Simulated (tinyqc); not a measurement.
From results back to parameters: eight-band Kane k.p model. Four cases, with inputs chosen for the exercise.

Problem. In the Kane model 1/m = A_r + Ep (Eg + 2 Dso/3)/(Eg (Eg + Dso)) and the Roth formula gives g* = 2 - 2 Ep Dso/(3 Eg (Eg + Dso)). The mass and the g factor below were computed from hidden Ep and Dso.

Find: X; Y; Ep; Dso.

Method. Let X = 1/m - A_r and Y = (2 - g*)/2. Then X + Y = Ep/Eg and X - 2 Y = Ep/(Eg + Dso).

Case 1.

Values chosen (out of a larger set: near those of AlAs; not measured data): Eg = 3.123 eV (gap at Gamma to the s-like level); A_r = 1 (remote-band term in 1/m).

m = 0.1350281 m0
g* = 1.61929

Solution.

X = 6.406
Y = 0.190
Ep = 20.60 eV
Dso = 0.296 eV

Case 2.

Values chosen (out of a larger set: near those of AlAs; not measured data): Eg = 3.032 eV (gap at Gamma to the s-like level); A_r = 1 (remote-band term in 1/m).

m = 0.1330848 m0
g* = 1.63751

Solution.

X = 6.514
Y = 0.181
Ep = 20.30 eV
Dso = 0.268 eV

Case 3.

Values chosen (out of a larger set: near those of CdTe; not measured data): Eg = 1.685 eV (gap at Gamma to the s-like level); A_r = 0 (remote-band term in 1/m).

m = 0.1007719 m0
g* = -0.58644

Solution.

X = 9.923
Y = 1.293
Ep = 18.90 eV
Dso = 0.891 eV

Case 4.

Values chosen (out of a larger set: near those of CdTe; not measured data): Eg = 1.677 eV (gap at Gamma to the s-like level); A_r = 1 (remote-band term in 1/m).

m = 0.0894801 m0
g* = -0.66595

Solution.

X = 10.176
Y = 1.333
Ep = 19.30 eV
Dso = 0.893 eV

Computed by tinyqc, one run a case: `OMP_NUM_THREADS=1 python tinyqc.py N N+1 out.jsonl` with N = 1050729, 1050730, 1050734, 1050752; one thread of a shared Intel(R) Xeon(R) Processor @ 2.30GHz, about 0.08 s a run at most.
